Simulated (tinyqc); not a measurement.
Donor level screened by free carriers (Yukawa potential): one step. Units and screening length. Five cases, with inputs chosen for the exercise.

Problem. Give Ry* = Ry m/eps^2, a* = a0 eps/m, EF, the three values of ks, and x = ks a*.

Screening wave number: Debye ks^2 = 4 pi q n/(eps kB T); Thomas-Fermi ks^2 = 6 pi q n/(eps EF) with EF = c (3 pi^2 n/gv)^(2/3)/m, c = hbar^2/2m0; the two are joined by 1/ks^2 = sqrt(1/ks_D^4 + 1/ks_TF^4). 1e18/cm^3 = 1e-6/angstrom^3, q = e^2/(4 pi eps0).

Constants: e^2/(4 pi eps0) = 14.39964547 eV angstrom; kB = 8.617333262e-05 eV/K; hbar^2/2m0 = 3.80998211 eV angstrom^2; Ry = 13.60569312 eV; a0 (Bohr radius) = 0.5291772105 angstrom.

Give: Ry*; a*; EF; ks: Debye, Thomas-Fermi, joined; x.

Case 1.

Values chosen (near those of a donor in 4H SiC, with one mean mass; the results hold for these values, not for the real material): m = 0.38 m0 (mass); eps = 9.8 (dielectric constant); gv = 3 (valleys); T = 300 K (temperature); n = 3.5 x 1e18/cm^3 (free-carrier density).

Solution.

Ry* = 53.833 meV
a* = 13.65 angstrom
EF = 10.63 meV

ks: Debye, Thomas-Fermi, joined (1/angstrom): 0.05000  0.09547  0.04910

x = 0.6701

EF/kB T = 0.41, so the Debye value, the smaller one, controls the screening.

Case 2.

Values chosen (near those of a donor in 4H SiC, with one mean mass; the results hold for these values, not for the real material): m = 0.377 m0 (mass); eps = 9.7 (dielectric constant); gv = 3 (valleys); T = 400 K (temperature); n = 0.15 x 1e18/cm^3 (free-carrier density).

Solution.

Ry* = 54.515 meV
a* = 13.62 angstrom
EF = 1.31 meV

ks: Debye, Thomas-Fermi, joined (1/angstrom): 0.00901  0.05655  0.00901

x = 0.1227

EF/kB T = 0.04, so the Debye value, the smaller one, controls the screening.

Case 3.

Values chosen (near those of a donor in InP, with one mean mass; the results hold for these values, not for the real material): m = 0.083 m0 (mass); eps = 12.4 (dielectric constant); gv = 1 (valleys); T = 77 K (temperature); n = 0.004 x 1e18/cm^3 (free-carrier density).

Solution.

Ry* = 7.344 meV
a* = 79.06 angstrom
EF = 1.11 meV

ks: Debye, Thomas-Fermi, joined (1/angstrom): 0.00297  0.00889  0.00296

x = 0.2338

EF/kB T = 0.17, so the Debye value, the smaller one, controls the screening.

Case 4.

Values chosen (near those of a donor in Ge, with one mean mass; the results hold for these values, not for the real material): m = 0.162 m0 (mass); eps = 15.5 (dielectric constant); gv = 4 (valleys); T = 77 K (temperature); n = 0.017 x 1e18/cm^3 (free-carrier density).

Solution.

Ry* = 9.174 meV
a* = 50.63 angstrom
EF = 0.59 meV

ks: Debye, Thomas-Fermi, joined (1/angstrom): 0.00547  0.02245  0.00546

x = 0.2767

EF/kB T = 0.09, so the Debye value, the smaller one, controls the screening.

Case 5.

Values chosen (near those of a donor in Si, with one mean mass; the results hold for these values, not for the real material): m = 0.32 m0 (mass); eps = 12 (dielectric constant); gv = 6 (valleys); T = 200 K (temperature); n = 1.2 x 1e18/cm^3 (free-carrier density).

Solution.

Ry* = 30.235 meV
a* = 19.84 angstrom
EF = 3.90 meV

ks: Debye, Thomas-Fermi, joined (1/angstrom): 0.03240  0.08346  0.03222

x = 0.6394

EF/kB T = 0.23, so the Debye value, the smaller one, controls the screening.

Computed by tinyqc, one run a case: `OMP_NUM_THREADS=1 python tinyqc.py N N+1 out.jsonl` with N = 1252199, 1252237, 1252262, 1252617, 1280030; one thread of a shared Intel(R) Xeon(R) Processor @ 2.30GHz, about 0.02 s a run at most.
